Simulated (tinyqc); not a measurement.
Lorentz oscillators and the Kramers-Kronig relations: sweeps and comparisons. A value that a table varies takes the place of the one given here.

eps(E) = 1 + sum_j S_j/(E0_j^2 - E^2 - i G_j E).

Kramers-Kronig: eps1(E) = 1 + (2/pi) P integral_0^infinity E1 eps2(E1)/(E1^2 - E^2) dE1. Maclaurin rule on the grid E_j = j h, j = 1 .. M: eps1(E_i) = 1 + (4 h/pi) sum over j with j - i odd of E_j eps2(E_j)/(E_j^2 - E_i^2); nothing is added above E_M.

n + i k = sqrt(eps1 + i eps2) with k >= 0; R = ((n - 1)^2 + k^2)/((n + 1)^2 + k^2) at normal incidence from vacuum; alpha = 2 E k/(hbar c), times 1e8 for 1/cm; loss function Im(-1/eps) = eps2/(eps1^2 + eps2^2).

Constants: hbar c = 1973.269805 eV angstrom.

Parameters, chosen for this exercise (line positions loosely like those of Ge; Lorentz tails absorb below the gap, where the real solid is clear; not measured data):
- E0 = (2.18, 3.32, 4.31) eV (resonances)
- G = (0.37, 0.83, 0.69) eV (widths)
- S = (16.7, 35.2, 91.7) eV^2 (strengths)
- h = 0.25 eV (grid step)
- M = 36 (grid points E_j = j h)
- E_t = 1.3 eV (energy below the first line)
- E = 5.2 eV (photon energy)

## Numerical transform against the formula

Every third grid point is listed; the error is the transform minus the formula.

Dielectric function:
```
E (eV)    eps2  eps1 formula  eps1 transform   error
0.50     0.372        12.968          13.387   0.419
1.25     1.419        15.180          14.522  -0.658
2.00    12.809        23.265          22.541  -0.724
2.75     7.972        10.921          11.482   0.562
3.50    15.484         7.144           7.183   0.038
4.25    32.488         1.080           0.691  -0.389
5.00     6.712       -13.211         -13.531  -0.319
5.75     1.987        -7.001          -6.852   0.148
6.50     0.926        -4.277          -4.467  -0.190
7.25     0.528        -2.819          -2.774   0.045
8.00     0.338        -1.925          -2.089  -0.164
8.75     0.232        -1.327          -1.366  -0.039
```

The largest error listed is -0.724 at 2.00 eV. The rule samples every 2h = 0.5 eV and the narrowest line is 0.37 eV wide, so it is not resolved. The grid ends at 9 eV, where eps2 is still 0.207; the error at the last point listed, nearest the missing tail, is -0.039.

## How far the spectrum must be known

The integrals are done by adaptive quadrature and cut at E_cut. f-sum share: (2/pi) integral of E eps2 over sum S. Static share: (2/pi) integral of eps2/E over eps(0) - 1.

Cut integrals:
```
E_cut (eV)  eps1(E_t)  f-sum share  static share
3.4             9.615        0.247         0.546
4.7            14.441        0.752         0.918
6.5            15.323        0.907         0.989
8.6            15.415        0.940         0.996
12.9           15.448        0.964         0.999
21.5           15.457        0.979         1.000
```

eps1(E_t) from the formula = 15.459

Cut at 4.7 eV, just above the last line, eps1(E_t) lacks 1.018; cut at 21.5 eV it lacks 0.002. At 6.5 eV the static sum has reached 0.989 and the f-sum only 0.907: the f-sum weights eps2 by E and the static sum by 1/E, so the f-sum needs the far tail.

## Optical constants across the spectrum

Spectrum:
```
E (eV)     eps1    eps2      n      k      R   loss
0.65     13.206   0.507  3.635  0.070  0.323  0.003
1.53     17.158   2.487  4.153  0.299  0.376  0.008
2.41      4.715  10.975  2.886  1.901  0.383  0.077
3.29     10.182  16.543  3.848  2.150  0.453  0.044
4.17      6.667  29.713  4.308  3.449  0.570  0.032
5.05    -12.607   6.036  0.828  3.646  0.801  0.031
5.94     -6.115   1.592  0.319  2.493  0.839  0.040
6.82     -3.558   0.716  0.189  1.896  0.849  0.054
7.70     -2.237   0.400  0.133  1.501  0.849  0.077
8.58     -1.444   0.251  0.104  1.206  0.844  0.117
9.46     -0.923   0.171  0.088  0.965  0.833  0.194
10.34    -0.559   0.122  0.081  0.752  0.813  0.373
```

Among the energies listed the largest values are at (eV): eps2 4.17; n 4.17; k 5.05; R 6.82 and 7.70; loss 10.34 (last row, still rising). eps1 crosses zero at 4.26 and 12.58 eV; the last crossing is upward and marks the plasmon, against sqrt(sum S) = 11.98 eV for free electrons.

## What each oscillator parameter does

At the energy E. Each row changes one parameter from the base and keeps the others.

Results:
```
case                             eps1   eps2      n      k      R
base                          -10.976  4.509  0.667  3.380  0.812
E0 = (2.18, 3.486, 4.31) eV   -11.109  4.590  0.675  3.401  0.812
G = (0.37, 1.245, 0.69) eV    -10.817  4.721  0.702  3.363  0.802
S = (16.7, 42.24, 91.7) eV^2  -11.386  4.620  0.671  3.440  0.816
E = 5.46 eV                    -8.769  2.940  0.490  3.002  0.826
```

The largest shifts from the base row, up to three for each result and ties (the steps differ in size, so this ranks the rows, not the parameters). eps1: E +2.207, S -0.410, G +0.160. eps2: E -1.569, G +0.211, S +0.110. n: E -0.177, G +0.035, E0 +0.008. k: E -0.378, S +0.061, E0 +0.021. R: E +0.013, G -0.010, S +0.004; unchanged at the printed digits by E0.

tinyqc: `OMP_NUM_THREADS=1 python tinyqc.py 1682623 1682624 out.jsonl`; about 0.2 s, one thread, shared Intel(R) Xeon(R) Processor @ 2.30GHz.
